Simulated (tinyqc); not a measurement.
Worked calculation: Hubbard chain of 2 sites. One step of it, computed by the program tinyqc.

Question. Mean-field iteration 1. H(up) = T + U n(down), H(down) = T + U n(up); fill the lowest levels; n(new) = n + mixing (n(out) - n); E = tr T (rho up + rho down) + U sum n_up n_down of the output.

one-body matrix (hopping and site energies) (eV):
```
           1          2
1  -0.500000  -0.780000
2  -0.780000   0.310000
```

U = 4.800000 eV

electrons, up and down: 1  1

mixing = 0.500000

n(up) at the start (a guess, not normalised): 1 0.500000, 2 0.500000

n(down) at the start (a guess): 1 0.500000, 2 0.500000

Give: levels, up; levels, down; energy; n(up) after iteration 1; n(down) after iteration 1.

Answer.

levels, up (eV): 1.426  3.184

levels, down (eV): 1.426  3.184

energy = 0.962 eV

n(up) after iteration 1: 1 0.615, 2 0.385

n(down) after iteration 1: 1 0.615, 2 0.385
